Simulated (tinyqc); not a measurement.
What each parameter does: quaternary alloy A(x)B(1-x)C(y)D(1-y) matched to a substrate.

Q(x,y) = x y Q_AC + x (1 - y) Q_AD + (1 - x) y Q_BC + (1 - x)(1 - y) Q_BD for the lattice constant. Gap, rule 1: Q(x,y) - x (1 - x)[y C_ABC + (1 - y) C_ABD] - y (1 - y)[x C_ACD + (1 - x) C_BCD]. Rule 2 (mean of ternaries): {x (1 - x)[y T_ABC(x) + (1 - y) T_ABD(x)] + y (1 - y)[x T_ACD(y) + (1 - x) T_BCD(y)]}/{x (1 - x) + y (1 - y)}, T_ABC(x) = x E_AC + (1 - x) E_BC - C_ABC x (1 - x), T_ACD(y) = y E_AC + (1 - y) E_AD - C_ACD y (1 - y), and alike. Only the Gamma valley is followed.

Matching a(x,y) = a_s gives x = (a_s - y a_BC - (1 - y) a_BD)/(y (a_AC - a_BC) + (1 - y)(a_AD - a_BD)).

Parameters, chosen for this exercise (AC, AD, BC, BD near GaAs, GaSb, InAs and InSb; substrate near InAs; the results hold for these values, not for the real material): a = (5.647, 6.103, 6.054, 6.48) angstrom (lattice constants of AC, AD, BC, BD); Eg = (1.526, 0.802, 0.42, 0.233) eV (gaps at Gamma of AC, AD, BC, BD); Cb = (0.454, 0.383, 1.287, 0.637) eV (bowing of ABC, ABD, ACD, BCD); a_s = 6.054 angstrom (substrate); y = 0.5 (fraction of C).

x is matched anew each time.

One parameter was then changed.

Results before and after:

| case | x | rule 1 (eV) | rule 2 (eV) |
|---|---|---|---|
| base | 0.5434 | 0.4302 | 0.6056 |
| changed | 0.5504 | 0.4352 | 0.6110 |

Which of these changes was made? (a) Eg = (1.576, 0.802, 0.42, 0.233) eV; (b) a_s = 6.058 angstrom; (c) Cb = (0.545, 0.46, 1.544, 0.764) eV; (d) y = 0.51; (e) a = (5.657, 6.103, 6.054, 6.48) angstrom.

Answer: (e) a = (5.657, 6.103, 6.054, 6.48) angstrom. Of the candidates, run in turn, only this one gives the changed row.

All candidates:

| case | x | rule 1 (eV) | rule 2 (eV) |
|---|---|---|---|
| base | 0.5434 | 0.4302 | 0.6056 |
| y = 0.51 | 0.5321 | 0.4269 | 0.6017 |
| a_s = 6.058 angstrom | 0.5332 | 0.4230 | 0.5978 |
| Cb = (0.545, 0.46, 1.544, 0.764) eV | 0.5434 | 0.3599 | 0.5704 |
| Eg = (1.576, 0.802, 0.42, 0.233) eV | 0.5434 | 0.4438 | 0.6192 |
| a = (5.657, 6.103, 6.054, 6.48) angstrom | 0.5504 | 0.4352 | 0.6110 |

Program tinyqc; command `OMP_NUM_THREADS=1 python tinyqc.py 1080684 1080685 out.jsonl`; about 0.01 s on one thread of a shared Intel(R) Xeon(R) Processor @ 2.30GHz.
